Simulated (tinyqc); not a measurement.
Lorentz oscillators and the Kramers-Kronig relations: one step. eps1 at one grid point. Three cases, with inputs chosen for the exercise.

Question. List the terms E_j eps2_j/(E_j^2 - E_i^2) for j - i odd, add them and form eps1.

Kramers-Kronig: eps1(E) = 1 + (2/pi) P integral_0^infinity E1 eps2(E1)/(E1^2 - E^2) dE1. Maclaurin rule on the grid E_j = j h, j = 1 .. M: eps1(E_i) = 1 + (4 h/pi) sum over j with j - i odd of E_j eps2(E_j)/(E_j^2 - E_i^2); nothing is added above E_M.

Case 1.

Values chosen: h = 0.8 eV (grid step); M = 40 (grid points E_j = j h); i = 3 (grid index at which eps1 is wanted).

eps2(E_j), j = 1 .. M: [0.049113, 0.105454, 0.179319, 0.289997, 0.482641, 0.892557, 2.098868, 7.786649, 7.651471, 3.500322, 4.305881, 3.670549, 1.787328, 0.921405, 0.544273, 0.355418, 0.248844, 0.183145, 0.139900, 0.109977, 0.088449, 0.072467, 0.060295, 0.050824, 0.043322, 0.037285, 0.032363, 0.028301, 0.024915, 0.022065, 0.019648, 0.017581, 0.015802, 0.014262, 0.012921, 0.011746, 0.010713, 0.009801, 0.008991, 0.008270]

Case 2.

Values chosen: h = 0.5 eV (grid step); M = 40 (grid points E_j = j h); i = 19 (grid index at which eps1 is wanted).

eps2(E_j), j = 1 .. M: [0.109973, 0.235124, 0.396620, 0.632710, 1.028242, 1.816830, 3.866191, 12.317244, 38.776983, 10.808743, 5.918305, 6.965238, 7.129525, 4.122081, 2.210678, 1.314888, 0.860088, 0.603048, 0.444665, 0.340429, 0.268272, 0.216305, 0.177672, 0.148199, 0.125226, 0.106990, 0.092289, 0.080277, 0.070347, 0.062051, 0.055057, 0.049112, 0.044021, 0.039632, 0.035824, 0.032503, 0.029591, 0.027025, 0.024755, 0.022738]

Case 3.

Values chosen (out of a larger set: line positions loosely like those of Si; Lorentz tails absorb below the gap, where the real solid is clear; not measured data): h = 0.25 eV (grid step); M = 40 (grid points E_j = j h); i = 7 (grid index at which eps1 is wanted).

eps2(E_j), j = 1 .. M: [0.080212, 0.163831, 0.254679, 0.357503, 0.478766, 0.627984, 0.820299, 1.081933, 1.463383, 2.077308, 3.238196, 6.230793, 21.821162, 38.029386, 16.326022, 28.869817, 47.398909, 23.513955, 14.780220, 13.615675, 12.625044, 9.713449, 6.687016, 4.566447, 3.220281, 2.360486, 1.791780, 1.400647, 1.121820, 0.916763, 0.761887, 0.642222, 0.547945, 0.472409, 0.411000, 0.360433, 0.318322, 0.282901, 0.252840, 0.227123]

Give: terms in order of j; sum; eps1(E_i).

Answer.

Case 1.

terms in order of j (1/eV): [-0.0527, 0.2071, 0.2479, 1.4158, 0.4808, 0.4078, 0.0862, 0.0288, 0.0131, 0.0070, 0.0042, 0.0027, 0.0018, 0.0013, 0.0009, 0.0007, 0.0005, 0.0004, 0.0003, 0.0003]

sum = 2.855 1/eV
eps1(E_i) = 3.908

The oscillator formula gives 3.900 at E_i = 2.4 eV. The rule samples every 2h = 1.6 eV against a narrowest width of 1.04 eV and stops at 32 eV; coarse sampling and the missing tail make the difference.

Case 2.

terms in order of j (1/eV): [-0.0026, -0.0147, -0.0671, -0.6636, -0.8283, -0.7703, -0.6995, -0.4007, -0.5867, 0.3492, 0.0774, 0.0331, 0.0177, 0.0106, 0.0069, 0.0047, 0.0034, 0.0025, 0.0019, 0.0015]

sum = -3.525 1/eV
eps1(E_i) = -1.244

The oscillator formula gives -1.638 at E_i = 9.5 eV. The rule samples every 2h = 1 eV against a narrowest width of 0.61 eV and stops at 20 eV; coarse sampling and the missing tail make the difference.

Case 3.

terms in order of j (1/eV): [-0.0291, -0.1733, -1.1594, 2.3081, 1.6293, 3.1482, 14.4874, 8.9259, 6.1564, 3.1033, 1.9650, 0.8318, 0.3915, 0.2134, 0.1293, 0.0843, 0.0580, 0.0416, 0.0308, 0.0234]

sum = 42.166 1/eV
eps1(E_i) = 14.422

The oscillator formula gives 14.650 at E_i = 1.75 eV. The rule samples every 2h = 0.5 eV against a narrowest width of 0.23 eV and stops at 10 eV; coarse sampling and the missing tail make the difference.

Computed by tinyqc, one run a case: `OMP_NUM_THREADS=1 python tinyqc.py N N+1 out.jsonl` with N = 1682260, 1682344, 1682345; one thread of a shared Intel(R) Xeon(R) Processor @ 2.30GHz, about 0.2 s a run at most.
